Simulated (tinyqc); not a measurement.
From results back to parameters: density of states of one tight-binding band on the simple cubic lattice. Three cases, with inputs chosen for the exercise.

Problem. For E(k) = -2 t (c1 + c2 + c3) - 4 t2 (c1 c2 + c2 c3 + c3 c1), ci = cos(2 pi ki), two differences between symmetry points are known: Gamma = (0, 0, 0), X = (1/2, 0, 0), M = (1/2, 1/2, 0), R = (1/2, 1/2, 1/2).

Find: t; t2; E(R) - E(M).

Method. E(Gamma) = -6t - 12 t2, E(X) = -2t + 4 t2, E(M) = 2t + 4 t2, E(R) = 6t - 12 t2.

Case 1.

E(X) - E(Gamma) = 9.0000 eV
E(M) - E(X) = 9.0000 eV

Solution.

t = 2.250 eV
t2 = 0.000 eV
E(R) - E(M) = 9.000 eV

Case 2.

E(X) - E(Gamma) = 7.2800 eV
E(M) - E(X) = 9.3600 eV

Solution.

t = 2.340 eV
t2 = -0.130 eV
E(R) - E(M) = 11.440 eV

Case 3.

E(X) - E(Gamma) = 2.4800 eV
E(M) - E(X) = 2.4800 eV

Solution.

t = 0.620 eV
t2 = 0.000 eV
E(R) - E(M) = 2.480 eV

Computed by tinyqc, one run a case: `OMP_NUM_THREADS=1 python tinyqc.py N N+1 out.jsonl` with N = 1680577, 1680597, 1680611; one thread of a shared Intel(R) Xeon(R) Processor @ 2.30GHz, about 0.2 s a run at most.
